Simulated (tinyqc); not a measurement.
UHF in the sto-6g basis, for BeH, spin multiplicity 2, step by step (part 1 of 2). This run ends on a higher stationary point, not on the lowest solution. Computed by tinyqc, a small Python program that keeps every step (integrals from PySCF). Settings: charge = 0, multiplicity = 2, basis = sto-6g, energy threshold = 1e-10, iteration cap = 61, orthogonalisation = canonical, start = random, DIIS depth = 0, method = UHF. Command: `OMP_NUM_THREADS=1 python tinyqc.py 28954 28955 out.jsonl` (the two numbers bound the seeds that draw the settings). One thread of a shared host (Intel(R) Xeon(R) Processor @ 2.60GHz), about 0.3 s of CPU time with the checks. Later iterations appear only in the table of the cycle.

## One-electron integrals

Geometry (angstrom):

| atom | x | y | z |
|---|---|---|---|
| Be | 0.000000 | 0.000000 | 0.000000 |
| H | 0.000000 | 0.000000 | 2.640000 |

Basis sto-6g: exponents (1/bohr^2) and contraction coefficients of normalised primitives:

| element | l (shell) | exponent | coefficient |
|---|---|---|---|
| Be | s (1) | 312.870494 | 0.009164 |
| Be | s (1) | 57.364463 | 0.049361 |
| Be | s (1) | 16.048509 | 0.168538 |
| Be | s (1) | 5.513096 | 0.370563 |
| Be | s (1) | 2.140897 | 0.416492 |
| Be | s (1) | 0.881739 | 0.130334 |
| Be | s (2) | 13.633247 | -0.013253 |
| Be | s (2) | 2.698375 | -0.046992 |
| Be | s (2) | 0.838653 | -0.033785 |
| Be | s (2) | 0.322660 | 0.250242 |
| Be | s (2) | 0.140131 | 0.595117 |
| Be | s (2) | 0.064233 | 0.240706 |
| Be | p (3) | 13.633247 | 0.003760 |
| Be | p (3) | 2.698375 | 0.037679 |
| Be | p (3) | 0.838653 | 0.173897 |
| Be | p (3) | 0.322660 | 0.418036 |
| Be | p (3) | 0.140131 | 0.425860 |
| Be | p (3) | 0.064233 | 0.101708 |
| H | s (1) | 35.523221 | 0.009164 |
| H | s (1) | 6.513144 | 0.049361 |
| H | s (1) | 1.822143 | 0.168538 |
| H | s (1) | 0.625955 | 0.370563 |
| H | s (1) | 0.243077 | 0.416492 |
| H | s (1) | 0.100112 | 0.130334 |

Overlap, kinetic and nuclear-attraction integrals over the contracted functions; the nuclear repulsion is the sum of Za Zb / Rab.

nuclear repulsion = 0.80178365 hartree

overlap S, lower triangle:
```
           1Be 1s    1Be 2s   1Be 2px   1Be 2py   1Be 2pz     2H 1s
1Be 1s   1.000000
1Be 2s   0.254764  1.000000
1Be 2px  0.000000  0.000000  1.000000
1Be 2py  0.000000  0.000000  0.000000  1.000000
1Be 2pz  0.000000  0.000000  0.000000  0.000000  1.000000
2H 1s    0.003745  0.104282  0.000000  0.000000  0.149413  1.000000
```

kinetic energy T (hartree), lower triangle:
```
            1Be 1s     1Be 2s   1Be 2px   1Be 2py    1Be 2pz     2H 1s
1Be 1s    6.768753
1Be 2s   -0.207382   0.220121
1Be 2px   0.000000   0.000000  0.661265
1Be 2py   0.000000   0.000000  0.000000  0.661265
1Be 2pz   0.000000   0.000000  0.000000  0.000000   0.661265
2H 1s    -0.001847  -0.008097  0.000000  0.000000  -0.000698  0.768522
```

nuclear attraction V (hartree), lower triangle:
```
             1Be 1s     1Be 2s    1Be 2px    1Be 2py    1Be 2pz      2H 1s
1Be 1s   -14.915237
1Be 2s    -1.701800  -2.500313
1Be 2px    0.000000   0.000000  -2.491308
1Be 2py    0.000000   0.000000   0.000000  -2.491308
1Be 2pz   -0.004884  -0.050042   0.000000   0.000000  -2.518021
2H 1s     -0.026492  -0.187321   0.000000   0.000000  -0.262628  -2.041320
```

core Hamiltonian H = T + V (hartree), lower triangle:
```
            1Be 1s     1Be 2s    1Be 2px    1Be 2py    1Be 2pz      2H 1s
1Be 1s   -8.146484
1Be 2s   -1.909182  -2.280192
1Be 2px   0.000000   0.000000  -1.830043
1Be 2py   0.000000   0.000000   0.000000  -1.830043
1Be 2pz  -0.004884  -0.050042   0.000000   0.000000  -1.856755
2H 1s    -0.028339  -0.195419   0.000000   0.000000  -0.263326  -1.272798
```

## Two-electron integrals

Functions are numbered as in S; the eight-fold symmetry (ij|kl) = (ji|kl) = (kl|ij) leaves the list below.

Two-electron integrals (ij|kl) in chemists' order, unique and non-zero (hartree):
```
(11|11) 2.299996   (21|11) 0.361879   (21|21) 0.071926   (22|11) 0.570332
(22|21) 0.139654   (22|22) 0.417773   (31|31) 0.015252   (32|31) 0.022555
(32|32) 0.092340   (33|11) 0.570332   (33|21) 0.139654   (33|22) 0.417773
(33|33) 0.450117   (41|41) 0.015252   (42|41) 0.022555   (42|42) 0.092340
(43|43) 0.024258   (44|11) 0.570332   (44|21) 0.139654   (44|22) 0.417773
(44|33) 0.401601   (44|44) 0.450117   (51|51) 0.015252   (52|51) 0.022555
(52|52) 0.092340   (53|53) 0.024258   (54|54) 0.024258   (55|11) 0.570332
(55|21) 0.139654   (55|22) 0.417773   (55|33) 0.401601   (55|44) 0.401601
(55|55) 0.450117   (61|11) 0.005304   (61|21) 0.001032   (61|22) 0.002026
(61|33) 0.002010   (61|44) 0.002010   (61|51) 0.000102   (61|52) 0.000208
(61|55) 0.002059   (61|61) 0.000016   (62|11) 0.032225   (62|21) 0.008132
(62|22) 0.029347   (62|33) 0.028168   (62|44) 0.028168   (62|51) 0.000981
(62|52) 0.007597   (62|55) 0.031704   (62|61) 0.000131   (62|62) 0.004763
(63|31) 0.000458   (63|32) 0.002634   (63|53) 0.001006   (63|63) 0.000240
(64|41) 0.000458   (64|42) 0.002634   (64|54) 0.001006   (64|64) 0.000240
(65|11) 0.042615   (65|21) 0.010817   (65|22) 0.040118   (65|33) 0.038115
(65|44) 0.038115   (65|51) 0.001541   (65|52) 0.011784   (65|55) 0.044123
(65|61) 0.000178   (65|62) 0.007171   (65|65) 0.010881   (66|11) 0.200438
(66|21) 0.051063   (66|22) 0.199784   (66|33) 0.191270   (66|44) 0.191270
(66|51) 0.004880   (66|52) 0.049309   (66|55) 0.216812   (66|61) 0.000814
(66|62) 0.048959   (66|65) 0.076313   (66|66) 0.774999
```

## Orthogonalisation

S = U s U^T; canonical form X = U s^(-1/2), so that X^T S X = 1. Each column of U has its largest component positive (the first on a tie).

eigenvalues of S: 0.718770  0.863797  1.000000  1.000000  1.132987  1.284445

X:
```
                 1          2         3          4          5         6
1Be 1s   -0.726905   0.375026  0.000000   0.000000  -0.328366  0.541448
1Be 2s    0.808358  -0.190691  0.000000   0.000000  -0.179828  0.599919
1Be 2px   0.000000   0.000000  0.916335  -0.400413   0.000000  0.000000
1Be 2py   0.000000   0.000000  0.400413   0.916335   0.000000  0.000000
1Be 2pz   0.214714   0.731845  0.000000   0.000000   0.643638  0.164725
2H 1s    -0.404141  -0.667139  0.000000   0.000000   0.572879  0.313596
```

Within a degenerate level the vectors are fixed only up to a rotation; this is one choice.

## Starting guess

The start is random orthonormal orbitals; D(s) = C_occ C_occ^T for each spin.

D(alpha) at the start, lower triangle:
```
            1Be 1s     1Be 2s    1Be 2px    1Be 2py    1Be 2pz     2H 1s
1Be 1s    0.435628
1Be 2s   -0.189738   0.729428
1Be 2px  -0.301064   0.324647   0.317435
1Be 2py   0.027185  -0.320817  -0.130355   0.156402
1Be 2pz   0.384212   0.161252  -0.194451  -0.122877   0.520220
2H 1s     0.081224  -0.185761   0.121408  -0.005772  -0.122531  1.012316
```

D(beta) at the start, lower triangle:
```
            1Be 1s     1Be 2s    1Be 2px    1Be 2py    1Be 2pz     2H 1s
1Be 1s    0.050355
1Be 2s    0.040808   0.591470
1Be 2px   0.028456   0.127464   0.035600
1Be 2py  -0.043357  -0.278605  -0.070022   0.143486
1Be 2pz   0.052745   0.359601   0.089048  -0.183567   0.235045
2H 1s     0.187144  -0.249142   0.030816   0.013622  -0.031404  0.983196
```

## Iteration 1: building the Fock matrix

J_ij = sum D_kl (ij|kl) with D = D(alpha) + D(beta), K_ij = sum D_kl (ik|jl) for each spin; F = H + J - K(s); E = tr D H + tr D J / 2 - 0.5 sum_s tr D(s) K(s) + E_nn.

Coulomb J (hartree), lower triangle:
```
            1Be 1s     1Be 2s    1Be 2px    1Be 2py   1Be 2pz     2H 1s
1Be 1s    2.928128
1Be 2s    0.627617   1.737594
1Be 2px   0.012218   0.072000   1.716591
1Be 2py  -0.027526  -0.111389  -0.009721   1.714012
1Be 2pz   0.045290   0.204175  -0.004807  -0.014852  1.782177
2H 1s     0.009584   0.194529   0.001993  -0.003785  0.285104  2.171236
```

exchange K(alpha) (hartree), lower triangle:
```
            1Be 1s     1Be 2s    1Be 2px    1Be 2py   1Be 2pz     2H 1s
1Be 1s    0.932712
1Be 2s    0.160873   0.368242
1Be 2px  -0.123338   0.120511   0.223828
1Be 2py  -0.036134  -0.159421  -0.055513   0.155251
1Be 2pz   0.252305   0.138604  -0.078059  -0.052554  0.307168
2H 1s     0.028242   0.048040   0.024900  -0.015727  0.076458  0.759439
```

exchange K(beta) (hartree), lower triangle:
```
            1Be 1s     1Be 2s    1Be 2px    1Be 2py   1Be 2pz     2H 1s
1Be 1s    0.195691
1Be 2s    0.140158   0.292987
1Be 2px   0.037415   0.070586   0.081463
1Be 2py  -0.070547  -0.148733  -0.029819   0.127407
1Be 2pz   0.094526   0.187997   0.039128  -0.077641  0.169998
2H 1s     0.038775   0.043787   0.013382  -0.013261  0.085681  0.743697
```

F(alpha) (hartree), lower triangle:
```
            1Be 1s     1Be 2s    1Be 2px    1Be 2py    1Be 2pz     2H 1s
1Be 1s   -6.151068
1Be 2s   -1.442438  -0.910840
1Be 2px   0.135556  -0.048511  -0.337280
1Be 2py   0.008609   0.048032   0.045792  -0.271281
1Be 2pz  -0.211900   0.015529   0.073252   0.037703  -0.381747
2H 1s    -0.046997  -0.048930  -0.022908   0.011942  -0.054681  0.138999
```

F(beta) (hartree), lower triangle:
```
            1Be 1s     1Be 2s    1Be 2px    1Be 2py    1Be 2pz     2H 1s
1Be 1s   -5.414047
1Be 2s   -1.421723  -0.835586
1Be 2px  -0.025197   0.001414  -0.194915
1Be 2py   0.043022   0.037344   0.020098  -0.243437
1Be 2pz  -0.054121  -0.033864  -0.043935   0.062789  -0.244577
2H 1s    -0.057529  -0.044677  -0.011389   0.009476  -0.063904  0.154741
```

total energy of this density = -7.00412889 hartree

## Iteration 1: diagonalisation and new density

Diagonalise F' = X^T F X, C = X C', fill 3 alpha and 2 beta electrons from the bottom; D(s) = C_occ C_occ^T. Each column has its largest component positive (the first on a tie).

F' = X^T F X (alpha) (hartree), lower triangle:
```
           1          2          3          4          5          6
1  -2.059713
2   1.292670  -0.890714
3  -0.088980   0.123672  -0.293096
4   0.077993  -0.039096   0.055324  -0.315466
5  -1.110236   0.475721   0.006249   0.018707  -0.902154
6   1.971031  -1.458828   0.062453   0.020107   1.504136  -3.139620
```

orbital energies (alpha) (hartree): MO1 -6.165343, MO2 -0.664833, MO3 -0.388103, MO4 -0.323219, MO5 -0.216914, MO6 0.157650

coefficients C (alpha):
```
               MO1        MO2        MO3        MO4        MO5        MO6
1Be 1s    1.005085  -0.201097  -0.117865   0.070353  -0.016597   0.016540
1Be 2s   -0.024967   0.941335   0.336576  -0.267039   0.059315  -0.084854
1Be 2px  -0.024037   0.297132  -0.349443   0.737157   0.492130  -0.058595
1Be 2py  -0.001317  -0.119699  -0.262301  -0.583244   0.759403  -0.001600
1Be 2pz   0.037057  -0.261491   0.841395   0.215565   0.414683  -0.164247
2H 1s     0.000986  -0.010252  -0.019307   0.052756   0.034373   1.015131
```

F' = X^T F X (beta) (hartree), lower triangle:
```
           1          2          3          4          5          6
1  -1.710316
2   1.015245  -0.591054
3   0.016834  -0.011930  -0.187946
4   0.001993   0.058297  -0.004150  -0.250406
5  -1.034938   0.454337  -0.014532   0.033633  -0.814787
6   1.711594  -1.250375   0.002001   0.063526   1.401403  -2.862285
```

orbital energies (beta) (hartree): MO1 -5.415620, MO2 -0.500880, MO3 -0.318476, MO4 -0.195043, MO5 -0.164436, MO6 0.177659

coefficients C (beta):
```
               MO1        MO2        MO3        MO4        MO5        MO6
1Be 1s    0.997591  -0.271374   0.027451  -0.016495  -0.008082   0.010165
1Be 2s    0.008778   1.022997  -0.160057   0.059710   0.034176  -0.071384
1Be 2px   0.004939  -0.004144   0.354210   0.600523   0.716805  -0.007494
1Be 2py  -0.008510  -0.128282  -0.609685   0.720756  -0.303394  -0.014774
1Be 2pz   0.009989   0.110066   0.685032   0.333852  -0.619876  -0.214287
2H 1s     0.004539  -0.034879   0.043747   0.034680  -0.040301   1.014375
```

D(alpha) after iteration 1, lower triangle:
```
            1Be 1s     1Be 2s    1Be 2px    1Be 2py    1Be 2pz     2H 1s
1Be 1s    1.064528
1Be 2s   -0.254064   1.000019
1Be 2px  -0.042724   0.162686   0.210975
1Be 2py   0.053664  -0.200929   0.056124   0.083131
1Be 2pz  -0.009341   0.036117  -0.372607  -0.189447   0.777697
2H 1s     0.005328  -0.016174   0.003677   0.006290  -0.013527  0.000479
```

D(beta) after iteration 1, lower triangle:
```
            1Be 1s     1Be 2s    1Be 2px    1Be 2py    1Be 2pz     2H 1s
1Be 1s    1.068832
1Be 2s   -0.268858   1.046599
1Be 2px   0.006052  -0.004196   0.000042
1Be 2py   0.026323  -0.131307   0.000490   0.016529
1Be 2pz  -0.019904   0.112685  -0.000407  -0.014205   0.012214
2H 1s     0.013994  -0.035641   0.000167   0.004436  -0.003794  0.001237
```

## Iteration 2: building the Fock matrix

As before.

Coulomb J (hartree), lower triangle:
```
            1Be 1s     1Be 2s    1Be 2px    1Be 2py   1Be 2pz     2H 1s
1Be 1s    6.318934
1Be 2s    1.135224   2.381475
1Be 2px   0.006034   0.027636   2.374091
1Be 2py  -0.012537  -0.057692   0.002747   2.368688
1Be 2pz   0.005678   0.025059  -0.018089  -0.009859  2.401648
2H 1s     0.016672   0.155650   0.000053  -0.002081  0.210834  1.021804
```

exchange K(alpha) (hartree), lower triangle:
```
            1Be 1s     1Be 2s    1Be 2px    1Be 2py   1Be 2pz     2H 1s
1Be 1s    2.352823
1Be 2s    0.385884   0.521291
1Be 2px   0.001379   0.076171   0.212854
1Be 2py  -0.001152  -0.093598   0.023901   0.158411
1Be 2pz   0.000389   0.015615  -0.158534  -0.080431  0.452752
2H 1s     0.006862   0.035649  -0.008967  -0.012263  0.039621  0.010492
```

exchange K(beta) (hartree), lower triangle:
```
            1Be 1s     1Be 2s    1Be 2px    1Be 2py   1Be 2pz     2H 1s
1Be 1s    2.339512
1Be 2s    0.361022   0.439766
1Be 2px   0.002864  -0.001153   0.101350
1Be 2py  -0.005874  -0.062575   0.000208   0.108371
1Be 2pz   0.006815   0.052562  -0.000167  -0.005876  0.105598
2H 1s     0.006707   0.027704  -0.000098  -0.003686  0.010413  0.003590
```

F(alpha) (hartree), lower triangle:
```
            1Be 1s     1Be 2s    1Be 2px   1Be 2py    1Be 2pz      2H 1s
1Be 1s   -4.180373
1Be 2s   -1.159841  -0.420008
1Be 2px   0.004655  -0.048536   0.331194
1Be 2py  -0.011385   0.035905  -0.021154  0.380235
1Be 2pz   0.000404  -0.040599   0.140445  0.070573   0.092141
2H 1s    -0.018529  -0.075418   0.009020  0.010182  -0.092113  -0.261486
```

F(beta) (hartree), lower triangle:
```
            1Be 1s     1Be 2s    1Be 2px    1Be 2py    1Be 2pz      2H 1s
1Be 1s   -4.167062
1Be 2s   -1.134980  -0.338483
1Be 2px   0.003171   0.028789   0.442699
1Be 2py  -0.006663   0.004883   0.002538   0.430275
1Be 2pz  -0.006021  -0.077545  -0.017923  -0.003983   0.439295
2H 1s    -0.018374  -0.067473   0.000151   0.001604  -0.062905  -0.254584
```

total energy of this density = -14.47037835 hartree

## Iteration 2: diagonalisation and new density

As before.

F' = X^T F X (alpha) (hartree), lower triangle:
```
           1          2         3         4          5          6
1  -1.118582
2   0.682526  -0.412778
3   0.004596   0.112261  0.323533
4   0.050744  -0.012235  0.003623  0.387896
5  -0.749528   0.651739  0.113600  0.003330  -0.685141
6   1.472917  -0.864362  0.011510  0.027922   1.025613  -2.205552
```

orbital energies (alpha) (hartree): MO1 -4.182770, MO2 -0.283597, MO3 -0.091270, MO4 0.041272, MO5 0.394392, MO6 0.411348

coefficients C (alpha):
```
               MO1        MO2        MO3        MO4        MO5        MO6
1Be 1s    0.993344  -0.077402  -0.274868   0.000263  -0.038705   0.015880
1Be 2s    0.025002   0.263312   0.995775   0.004455   0.130975  -0.057843
1Be 2px  -0.000752  -0.032011   0.120311  -0.427823  -0.511015   0.735072
1Be 2py   0.002277  -0.048315  -0.069933  -0.200011   0.848379   0.482720
1Be 2pz   0.000333   0.168645   0.003641   0.874114  -0.055412   0.476974
2H 1s    -0.001624   0.899475  -0.355634  -0.304410  -0.003189  -0.082012
```

F' = X^T F X (beta) (hartree), lower triangle:
```
           1          2          3          4          5          6
1  -1.091352
2   0.699838  -0.242282
3   0.018549  -0.019022   0.442569
4  -0.000153   0.000219  -0.002834   0.430404
5  -0.729302   0.822909  -0.016323   0.006768  -0.500940
6   1.509041  -0.845755   0.014404  -0.007202   1.041082  -2.148447
```

orbital energies (beta) (hartree): MO1 -4.168485, MO2 -0.262267, MO3 -0.024421, MO4 0.429723, MO5 0.432252, MO6 0.483151

coefficients C (beta):
```
               MO1        MO2        MO3        MO4        MO5        MO6
1Be 1s    0.994959  -0.052446  -0.275796  -0.001210   0.002534   0.035522
1Be 2s    0.019133   0.175831   1.016256  -0.001231  -0.008170  -0.133861
1Be 2px  -0.000797  -0.005834  -0.055759  -0.067759   0.870847  -0.483623
1Be 2py   0.001424  -0.003649  -0.012489   0.993777   0.015689  -0.109502
1Be 2pz   0.001784   0.051224   0.126103   0.089372   0.496380   0.866138
2H 1s    -0.001348   0.958598  -0.297354  -0.014049  -0.090644  -0.138532
```

D(alpha) after iteration 2, lower triangle:
```
            1Be 1s     1Be 2s    1Be 2px    1Be 2py   1Be 2pz     2H 1s
1Be 1s    1.068276
1Be 2s   -0.269252   1.061527
1Be 2px  -0.031339   0.111355   0.015500
1Be 2py   0.025224  -0.082303  -0.006869   0.007230
1Be 2pz  -0.013723   0.048040  -0.004961  -0.008402  0.028454
2H 1s     0.026518  -0.117330  -0.071579  -0.018591  0.150396  0.935534
```

D(beta) after iteration 2, lower triangle:
```
            1Be 1s     1Be 2s    1Be 2px    1Be 2py   1Be 2pz     2H 1s
1Be 1s    0.992693
1Be 2s    0.009815   0.031283
1Be 2px  -0.000487  -0.001041   0.000035
1Be 2py   0.001608  -0.000614   0.000020   0.000015
1Be 2pz  -0.000911   0.009041  -0.000300  -0.000184  0.002627
2H 1s    -0.051616   0.168526  -0.005592  -0.003500  0.049101  0.918911
```

## Iteration 3: building the Fock matrix

As before.

Coulomb J (hartree), lower triangle:
```
            1Be 1s     1Be 2s    1Be 2px    1Be 2py   1Be 2pz     2H 1s
1Be 1s    5.598172
1Be 2s    0.968429   1.971420
1Be 2px   0.003935   0.018530   1.954596
1Be 2py  -0.002942  -0.014219  -0.000332   1.954194
1Be 2pz   0.011889   0.106792  -0.000411  -0.000461  2.005474
2H 1s     0.014335   0.190865   0.000504  -0.000440  0.276180  2.094123
```

exchange K(alpha) (hartree), lower triangle:
```
            1Be 1s     1Be 2s    1Be 2px    1Be 2py   1Be 2pz     2H 1s
1Be 1s    2.339374
1Be 2s    0.363050   0.450123
1Be 2px  -0.000465   0.049515   0.109944
1Be 2py   0.001374  -0.038465  -0.002925   0.106422
1Be 2pz   0.000303   0.030243  -0.004913  -0.004305  0.136295
2H 1s     0.006211   0.063711  -0.010549  -0.006362  0.110316  0.742547
```

exchange K(beta) (hartree), lower triangle:
```
            1Be 1s     1Be 2s    1Be 2px    1Be 2py   1Be 2pz     2H 1s
1Be 1s    2.292410
1Be 2s    0.370143   0.101633
1Be 2px  -0.000468  -0.000782   0.019711
1Be 2py   0.000833  -0.000160   0.000009   0.019703
1Be 2pz   0.000926   0.020621  -0.000347  -0.000215  0.037800
2H 1s     0.005196   0.082086  -0.001116  -0.000692  0.091419  0.736392
```

F(alpha) (hartree), lower triangle:
```
            1Be 1s     1Be 2s   1Be 2px   1Be 2py    1Be 2pz     2H 1s
1Be 1s   -4.887686
1Be 2s   -1.303804  -0.758895
1Be 2px   0.004400  -0.030985  0.014610
1Be 2py  -0.004317   0.024246  0.002593  0.017729
1Be 2pz   0.006701   0.026507  0.004502  0.003844   0.012424
2H 1s    -0.020215  -0.068265  0.011054  0.005922  -0.097462  0.078777
```

F(beta) (hartree), lower triangle:
```
            1Be 1s     1Be 2s    1Be 2px    1Be 2py    1Be 2pz     2H 1s
1Be 1s   -4.840722
1Be 2s   -1.310896  -0.410405
1Be 2px   0.004403   0.019313   0.104843
1Be 2py  -0.003775  -0.014059  -0.000341   0.104449
1Be 2pz   0.006079   0.036129  -0.000064  -0.000246   0.110919
2H 1s    -0.019200  -0.086639   0.001620   0.000252  -0.078565  0.084933
```

total energy of this density = -14.67599054 hartree
